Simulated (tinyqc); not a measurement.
Chemically amplified photoresist: aerial image, acid generation, bake, development and line width: one step, computed by the program tinyqc.

Lines and spaces of pitch p with a two-beam-like image; x = 0 is the middle of the bright space. The resist is positive and treated as uniform in depth.

Problem. Acid image and its blur. Dose E(x) = E [1 + c cos(2 pi x/p)]; acid h = 1 - exp(-C E(x)). Bake: the acid image is blurred by a Gaussian of variance sigma^2 = 2 D t (each Fourier term k of h, taken on 64 points, is multiplied by exp(-4 pi^2 k^2 D t/p^2)). Cosine coefficients: h(x) = sum_k h_k cos(2 pi k x/p).

Inputs (values chosen for the exercise, for a model resist at 13.5 nm):
```
quantity            value     unit
pitch p                30       nm
image contrast c     0.87        -
mean dose E          5.09  mJ/cm^2
Dill parameter C    0.023  cm^2/mJ
acid diffusivity D  0.049   nm^2/s
bake time t            90        s
```

Give: diffusion length sigma = sqrt(2 D t); h_0 to h_4 before the bake; h_0 to h_4 after the blur; blur factor of the first harmonic.

Solution.

diffusion length sigma = sqrt(2 D t) = 2.970 nm

h_0 to h_4 before the bake: 0.1082  0.0907  -0.0023  0.0000  0.0000

h_0 to h_4 after the blur: 0.1082  0.0748  -0.0011  0.0000  0.0000

blur factor of the first harmonic = 0.8241

sigma/p = 0.099; the blur keeps 82 % of the modulation.
